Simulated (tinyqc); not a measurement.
Plasmons of a degenerate electron gas in the random-phase approximation: one step. The plasmon at one wave vector. Three cases, with inputs chosen for the exercise.

Question. Solve f1 (qTF/q)^2 = -1 above the continuum, and compare with E^2 = Ep^2 + (3/5)(hbar vF q)^2 + (c q^2/m)^2.

Zero temperature, parabolic band: kF = (3 pi^2 n)^(1/3), EF = c kF^2/m, Ep^2 = 8 pi c e2 n/(m eb), qTF^2 = 6 pi e2 n/(eb EF), c = hbar^2/2m0, e2 = e^2/(4 pi eps0), n in 1/angstrom^3 (1e-24 per 1/cm^3).

Lindhard function: eps(q, E)/eb = 1 + (qTF/q)^2 (f1 + i f2) with z = q/(2 kF), u = E/(hbar vF q), hbar vF = 2 c kF/m; f1 = 1/2 + [h(z - u) + h(z + u)]/(8 z), h(x) = (1 - x^2) ln|(x + 1)/(x - 1)|; f2 = pi u/2 for z + u < 1, (pi/(8 z))(1 - (z - u)^2) for |z - u| < 1 < z + u, else 0. Pairs exist for c (q^2 - 2 q kF)/m < E < c (q^2 + 2 q kF)/m.

Constants: hbar^2/2m0 = 3.80998211 eV angstrom^2; e^2/(4 pi eps0) = 14.39964547 eV angstrom.

Give: top of the continuum; plasmon energy; short formula.

Case 1.

Values chosen (a free-electron density near that of Li; shifted at random, so the results belong to these values and not to a real crystal): n = 4.75e+22 1/cm^3 (electron density); m = 1 m0 (mass); eb = 1 (background dielectric constant); qp = 0.754 1/angstrom (wave vector of the plasmon).

Answer.

top of the continuum = 8.603 eV
plasmon energy = 9.987 eV
short formula = 9.749 eV

The plasmon lies 1.384 eV above the continuum and 23.4 % above Ep; the short formula errs by -2.38 %.

Case 2.

Values chosen (a free-electron density near that of Na; shifted at random, so the results belong to these values and not to a real crystal): n = 2.71e+22 1/cm^3 (electron density); m = 1 m0 (mass); eb = 1 (background dielectric constant); qp = 0.454 1/angstrom (wave vector of the plasmon).

Answer.

top of the continuum = 4.000 eV
plasmon energy = 6.673 eV
short formula = 6.647 eV

The plasmon lies 2.673 eV above the continuum and 9.2 % above Ep; the short formula errs by -0.38 %.

Case 3.

Values chosen (mass and background constant near those of GaN; polar phonons, which mix with the plasmon in the real crystal, and the rise of the mass with filling are left out; shifted at random, so the results belong to these values and not to a real crystal): n = 6.9e+19 1/cm^3 (electron density); m = 0.202 m0 (mass); eb = 5.39 (background dielectric constant); qp = 0.026 1/angstrom (wave vector of the plasmon).

Answer.

top of the continuum = 137.2 meV
plasmon energy = 311.5 meV
short formula = 311.2 meV

The plasmon lies 174.3 meV above the continuum and 5.4 % above Ep; the short formula errs by -0.11 %.

Computed by tinyqc, one run a case: `OMP_NUM_THREADS=1 python tinyqc.py N N+1 out.jsonl` with N = 1681652, 1681899, 1682514; one thread of a shared Intel(R) Xeon(R) Processor @ 2.30GHz, about 0.01 s a run at most.
